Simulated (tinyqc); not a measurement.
From results back to parameters: gated graphene: carriers, quantum capacitance and optical conductivity.

Problem. At low temperature the interband edge lies at 2|mu|, n = mu^2/(pi hv^2), and V = mu/e + e n/Cox with Cox/e^2 = k/(4 pi e2 t), e2 = e^2/(4 pi eps0), t in angstrom. The edge and the voltage are given; hv is hidden.

Constants: e^2/(4 pi eps0) = 14.39964547 eV angstrom.

Parameters, chosen for this exercise (out of a larger set: Fermi velocity near that of graphene, gate dielectric near HfO2; not measured data): k = 17.13 (dielectric constant of the gate layer); t = 5 nm (its thickness).

edge = 0.5660 eV
V = 0.582949 V

Find: n; hv; vF (hbar = 6.58211957e-16 eV s).
Solution. mu is half the edge; n = Cox (V - mu/e)/e; hv = mu/sqrt(pi n).

n = 5.68e+12 1/cm^2
hv = 6.70 eV angstrom
vF (hbar = 6.58211957e-16 eV s) = 1.02e+06 m/s

tinyqc: `OMP_NUM_THREADS=1 python tinyqc.py 1681035 1681036 out.jsonl`; about 0.01 s, one thread, shared Intel(R) Xeon(R) Processor @ 2.30GHz.
